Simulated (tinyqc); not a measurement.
Single-photon avalanche diode, trigger probability and counting: one step of the calculation.

A multiplication layer of width W with the uniform field V/W; alpha = an exp(-bn/E) for electrons, beta = ap exp(-bp/E) for holes (local model, no dead space). a = alpha W, b = beta W. Electrons enter at x = 0, holes at x = W. P0 is the probability that an electron entering at 0 starts a lasting avalanche, PW the same for a hole entering at W.

Question. Ionisation integrals at and above breakdown. Breakdown: ln(a/b) = a - b with a not equal to b. VB is given; V = VB + Vx.

Values chosen for this exercise; ionisation coefficients close to those of germanium: electron prefactor an = 1.56e7 1/cm; electron field bn = 1.6 MV/cm; hole prefactor ap = 9.95e6 1/cm; hole field bp = 1.29 MV/cm; width of the multiplication layer W = 0.3 um; excess bias Vx = 0.31 V.

breakdown voltage VB = 7.2833044 V

Give: E at VB; a at VB; b at VB; E at V; a; b.

Answer.

E at VB = 0.2428 MV/cm
a at VB = 0.6428
b at VB = 1.470
E at V = 0.2531 MV/cm
a = 0.8412
b = 1.826

At VB, ln(a/b) = -0.8272 equals a - b.

Numbers from tinyqc (`OMP_NUM_THREADS=1 python tinyqc.py 2630138 2630139 out.jsonl`; about 0.01 s on one thread of a shared Intel Xeon 2.30GHz).
